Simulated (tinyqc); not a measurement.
Thermoelectric coefficients of a parabolic band, Landauer integrals: one step of the calculation.

Bulk parabolic band, x = (E - Ec)/kB T, C = hbar^2/(2 m0), kB T in eV. Modes per area gv m kB T x/(4 pi C) times the back-scattering length l0 x^rr give the transport function s0 X(x), s0 = (2 q^2/h) gv m kB T l0/(4 pi C), X = x^(1 + rr). I_k = int X (x - eta)^k w dx, w = 1/(4 cosh^2((x - eta)/2)).

Question. Power factor and figure of merit. Power factor S^2 sigma, ZT = S^2 sigma T/(kappa_e + kL).

Parameters, values chosen for the exercise:
```
symbol  value     unit                       meaning
T         200        K                   temperature
kL        2.7  W/(m K)  lattice thermal conductivity
```

sigma = 726.53949 S/cm
S = -80.000779 uV/K
kappa_e = 0.29362050 W/(m K)

Wanted: power factor; ZT; electronic share of kappa.

Answer.

power factor = 0.4650 mW/(m K^2)
ZT = 0.03107
electronic share of kappa = 9.808 %

Range of the model: Parabolic bands, elastic scattering and a fixed kL make these model figures, not those of a material.

Program tinyqc, `OMP_NUM_THREADS=1 python tinyqc.py 2800135 2800136 out.jsonl`; Intel Xeon 2.30GHz, shared host, one thread, about 0.1 s.
